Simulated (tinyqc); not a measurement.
# Hot electrons in a saturated n-channel MOSFET, lucky-electron model: what changes with what

Beyond pinch-off the lateral field grows as Esat cosh(y/l) over the velocity-saturated region (pseudo-two-dimensional model). Impact ionisation in this region gives the substrate current, which biases the body forward through Rsub. Currents are per width. Local-field laws: they overstate ionisation when the field peak is narrower than an energy relaxation length.

Inputs (values chosen for the exercise); values close to those of silicon n-channel devices:
- L = 0.35 um (channel length)
- tox = 7.7 nm (oxide thickness)
- xj = 140 nm (junction depth)
- VT = 0.76 V (threshold)
- mu = 250 cm^2/(V s) (effective mobility)
- vs = 9.5e6 cm/s (saturation velocity)
- Ai = 2e6 1/cm (ionisation prefactor)
- Bi = 1.64 MV/cm (ionisation field)
- Rd = 0 ohm um (resistance of the lightly doped drain)
- Rsub = 4100 ohm um (substrate resistance)
- kb = 0.4 (fall of VT per volt of forward body bias)
- m = 2.9 (lifetime exponent)
- Hl = 9800 s uA/um (lifetime constant)
- Vd = 2.4 V (drain voltage)
- Vg = 1.6 V (gate voltage)

Constants: eps0 = 8.8541878128e-14 F/cm where lengths are in cm. Results are converted to the units shown.

Each table varies one quantity; the others keep the values above.

## Effect of the drain voltage

Cox = 3.9 eps0/tox, l = sqrt(3 tox xj), Esat = 2 vs/mu. Overdrive g = Vg - VT + kb Vb; Vdsat = g Esat L/(g + Esat L); Id = Cox vs (g - Vdsat); dV = Vd - Id Rd - Vdsat; Em = sqrt((dV/l)^2 + Esat^2); Isub = Id (Ai/Bi) l Em exp(-Bi/Em). Vb = Rsub Isub is solved self-consistently. Lifetime tau = (Hl/Id)(Isub/Id)^(-m); 1 year = 3.15576e7 s.

Result of one run:
```
Vd (V)  Id (uA/um)  Em (MV/cm)  Isub (uA/um)   Isub/Id  tau (years)
1.84         85.92      0.2245       0.09001  0.001048         1583
```

What becomes of these results when the drain voltage Vd is changed from 1.84 to 1.5 V, all else the same?

Result of the changed run:
```
Vd (V)  Id (uA/um)  Em (MV/cm)  Isub (uA/um)   Isub/Id  tau (years)
1.5          85.89      0.1695      0.006341  7.383e-5      3.470e6
```

The whole series:
```
Vd (V)  Id (uA/um)  Em (MV/cm)  Isub (uA/um)   Isub/Id  tau (years)
1.5          85.89      0.1695      0.006341  7.383e-5      3.470e6
1.67         85.90      0.1967       0.02801  3.261e-4      4.670e4
1.84         85.92      0.2245       0.09001  0.001048         1583
2.01         85.96      0.2528        0.2297  0.002673        104.6
2.19         86.04      0.2831        0.5156  0.005992        10.05
2.36         86.18      0.3120        0.9717   0.01128        1.605
2.53         86.38      0.3409         1.663   0.01926       0.3391
2.7          86.67      0.3700         2.642   0.03049      0.08920
```

As Vd goes from 1.5 to 2.7 V, Em rises from 0.170 to 0.370 MV/cm, Isub rises from 0.00634 to 2.64 uA/um and tau falls from 3.47e6 to 0.0892 years. The slope of ln(tau) against 1/Vd is 63.5 V between the first two rows and 53.7 V between the last two; ten years are last met at Vd = 2.19 V among the rows. For Vd = 1.5 to 1.84 V tau is a far extrapolation that only says that hot carriers are no limit.

## Effect of the channel length

Same model as above.

Results:
```
L (um)  Id (uA/um)  Em (MV/cm)  Isub (uA/um)    Isub/Id  tau (years)
0.17        142.21     0.34081        2.7329   0.019218      0.20723
0.35        86.217     0.31878        1.1113   0.012889       1.0886
0.49        66.036     0.31080       0.72723   0.011013       2.2432
0.7         48.884     0.30401       0.46806  0.0095750       4.5462
0.99        35.982     0.29890       0.30891  0.0085850       8.4760
1.4         26.206     0.29503       0.20663  0.0078850       14.893
```

Estimate the missing row, L = 0.25 um.

Computed row:
```
L (um)  Id (uA/um)  Em (MV/cm)  Isub (uA/um)   Isub/Id  tau (years)
0.25        110.33     0.32828        1.6998  0.015407      0.50706
```

With this row back in the table: As L goes from 0.17 to 1.4 um, Em falls from 0.341 to 0.295 MV/cm, Isub falls from 2.73 to 0.207 uA/um and tau rises from 0.207 to 14.9 years. From the first row to the last, log10(tau) changes by 1.9: 1.1 from (Isub/Id)^(-m), which holds Em and l, and 0.73 from 1/Id. At L = 0.17 um the saturated region takes over 60 % of L, so using the full L in Vdsat is rough.

## Effect of the resistance of the lightly doped drain

Same model as above.

Effect of the resistance of the lightly doped drain:
```
Rd (ohm um)  Id (uA/um)  Em (MV/cm)  Isub (uA/um)   Isub/Id  tau (years)
0                 86.22      0.3188         1.111   0.01289        1.089
150               86.20      0.3166         1.065   0.01235        1.232
300               86.19      0.3144         1.020   0.01183        1.397
500               86.17      0.3114        0.9615   0.01116        1.655
800               86.15      0.3071        0.8789   0.01020        2.146
1200              86.12      0.3012        0.7770  0.009023        3.066
1600              86.09      0.2954        0.6841  0.007946        4.434
```

Read the table: what changes, and by how much?

As Rd goes from 0 to 1600 ohm um, Em falls from 0.319 to 0.295 MV/cm, Isub falls from 1.11 to 0.684 uA/um and tau rises from 1.09 to 4.43 years. From the first row to the last, log10(tau) changes by 0.61: 0.61 from (Isub/Id)^(-m), which holds Em and l, and under 0.005 from 1/Id. The price is 0.138 V dropped over Rd in the last row.

Computed by the program tinyqc: `OMP_NUM_THREADS=1 python tinyqc.py 2550149 2550150 out.jsonl`, one thread of a shared Intel Xeon 2.30GHz, about 0.01 s for the whole run.
